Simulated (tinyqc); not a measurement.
Nucleation and growth of vacancy voids in a cooling silicon-like crystal: one step, computed by the program tinyqc.

Spherical voids; vacancies are lost only to voids.

Question. Nucleation rate at T with the initial excess. C_e = C_m exp[-(E_f/k_B)(1/T - 1/T_m)]; D = D0 exp(-E_m/(k_B T)); f = k_B T ln(C/C_e); r* = 2 gamma/(rho f); W* = 16 pi gamma^3/(3 rho^2 f^2); Z = f/sqrt(12 pi W* k_B T); I = rho Z (4 pi r* D C) exp(-W*/(k_B T)).

Inputs (values chosen for the exercise, for a model crystal):
```
quantity                                    value    unit
vacancy density at the melting point C_m  5.1e+14  1/cm^3
formation energy E_f                         4.27      eV
melting point T_m                            1685       K
diffusion prefactor D0                    0.00037  cm^2/s
migration energy E_m                         0.38      eV
site density rho                            5e+22  1/cm^3
void surface energy gamma                   0.807   J/m^2
temperature of the worked step T             1415       K
```

initial excess C = 2.60e+13 1/cm^3

Constants: k_B = 8.617333262e-05 eV/K; k_B = 1.380649e-23 J/K; e = 1.602176634e-19 C.

Give: C_e; D; driving force f; critical radius r*; W*/(k_B T); rate I.

Answer.

C_e = 1.865e+12 1/cm^3

D = 1.640e-05 cm^2/s

driving force f = 0.3213 eV

critical radius r* = 0.6271 nm

W*/(k_B T) = 68.04

rate I = 2.469e-06 1/(cm^3 s)

Cooling by 10 K multiplies I by 24000: nucleation switches on within a narrow range of temperature.
